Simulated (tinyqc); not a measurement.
# A chain with two barriers and dephasing by Buettiker voltage probes: two studies

Sites 1 to 6 form a chain with hopping -t. Lead L joins site 1 and lead R site 6, both semi-infinite chains with hopping -t and site energy 0. Every site carries a probe with self-energy -i Gamma_p/2 that draws no net current. Linear response at zero temperature: mu_L = 1, mu_R = 0 in units of the bias.

Parameters, values chosen for the exercise: hopping (matrix element -t) t = 1 eV; site energies 1 to N U = [3.3, 0, 0, 0, 0, 2.5] eV; Fermi energy E = 1.11 eV; probe broadening Gamma_p gp = 0.55 eV.

Constants: q = 1.602176634e-19 C, h = 6.62607015e-34 J s. Results are converted to the units shown.

Each table varies one quantity; the others keep the values above.

## Coherent and dephased transmission against energy

Sigma = t^2 g(E), g(x) = (x - i sqrt(4 t^2 - x^2))/(2 t^2) for |x| < 2 t and (x - sign(x) sqrt(x^2 - 4 t^2))/(2 t^2) otherwise; Gamma = -2 Im Sigma; G = (E - H - Sigma_L - Sigma_R + i Gamma_p/2)^(-1). With Gamma the broadening by one lead, T_RL = Gamma^2 |G_(6,1)|^2, T_pL = Gamma Gamma_p |G_(p,1)|^2, T_pR = Gamma Gamma_p |G_(p,6)|^2, T_pq = Gamma_p^2 |G_(p,q)|^2 for p != q. No current into probe p: W mu = T_pL with W_pp = T_pL + T_pR + sum_q T_pq and W_pq = -T_pq. Then T_eff = T_RL + sum_p T_pR mu_p, and the resistance is (h/2q^2)/T_eff. Without probes means Gamma_p = 0.

Coherent and dephased transmission against energy:
```
E (eV)  T without probes     T_eff
-1.8           0.0062236  0.044059
-1.5            0.014665  0.068644
-1.2            0.021663  0.092210
-0.9             0.38416   0.17634
-0.6            0.086430   0.15443
-0.3            0.037114   0.10804
0               0.055019   0.12976
0.3              0.44628   0.21674
0.6              0.11155   0.17791
0.9             0.027653   0.10475
1.2             0.025580  0.096585
1.5              0.81828   0.11553
1.8            0.0022539  0.048160
```

What does the table show?

Without probes T lies between 0.00225 and 0.818 in these rows, with them between 0.0441 and 0.217. The probes lower it in 3 rows and raise it in 10; the largest relative gain is at E = 1.8 eV, where the coherent value is 0.00225.

## Resistance against length

With Gamma the broadening by one lead, T_RL = Gamma^2 |G_(last,1)|^2, T_pL = Gamma Gamma_p |G_(p,1)|^2, T_pR = Gamma Gamma_p |G_(p,last)|^2, T_pq = Gamma_p^2 |G_(p,q)|^2 for p != q. The list U is repeated k times, each site with its probe.

Results:
```
k   sites  T without probes      T_eff  resistance (kohm)
1       6          0.022768   0.093207             138.47
2      12         8.5176e-4   0.043953             293.64
3      18         3.3606e-5   0.029501             437.48
4      24         1.3287e-6   0.022203             581.30
6      36         2.0773e-9   0.014853             868.96
8      48        3.2479e-12   0.011159             1156.6
16     96        1.9407e-23  0.0055938             2307.3
```

Estimate the missing row, k = 12.

Computed row:
```
k   sites  T without probes      T_eff  resistance (kohm)
12     72        7.9392e-18  0.0074520             1731.9
```

With this row back in the table: The resistance rises from 138 to 2310 kohm, by 24.0 kohm a site between k = 8 and 12 and 24.0 between 12 and 16: Ohm's law, R = R0 + rho N with the extrapolated intercept R0 = 5.98 kohm (h/2q^2 = 12.91 kohm). The intercept differs from h/2q^2, since the ends of the chain scatter differently from its bulk, so no mean free path is read from it. Without probes T has fallen to 1.94e-23.

Computed by the program tinyqc: `OMP_NUM_THREADS=1 python tinyqc.py 2700008 2700009 out.jsonl`, one thread of a shared Intel Xeon 2.30GHz, about 0.01 s for the whole run.
